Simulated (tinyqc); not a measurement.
Raman shift of the zone-centre optical phonon of a diamond-structure crystal under stress: one step, computed by the program tinyqc.

Axes x, y, z are the cube axes. Strain shifts the threefold optical mode and can split it; p, q and r are the phonon deformation potentials.

Task: Secular matrix and shifts. Secular matrix: M_xx = p eps_xx + q (eps_yy + eps_zz), M_xy = 2 r eps_xy; its eigenvalues are omega^2 - omega_0^2, and the shifts are these over 2 omega_0.

Inputs (values chosen for the exercise, modelled on silicon):
```
quantity                       value  unit
unstrained frequency omega_0   521.2  1/cm
p/omega_0^2                    -1.86     -
q/omega_0^2                    -2.27     -
r/omega_0^2                   -0.716     -
```

Stress state: hydrostatic. Axis: none.

strain (per mille):
```
           x          y          z
x  0.8835123  0.0000000  0.0000000
y  0.0000000  0.8835123  0.0000000
z  0.0000000  0.0000000  0.8835123
```

Give: M/(2 omega_0); shifts, in rising order.

Result:

M/(2 omega_0) (1/cm):
```
         x        y        z
x  -1.4736   0.0000   0.0000
y   0.0000  -1.4736   0.0000
z   0.0000   0.0000  -1.4736
```

shifts, in rising order (1/cm): -1.4736  -1.4736  -1.4736
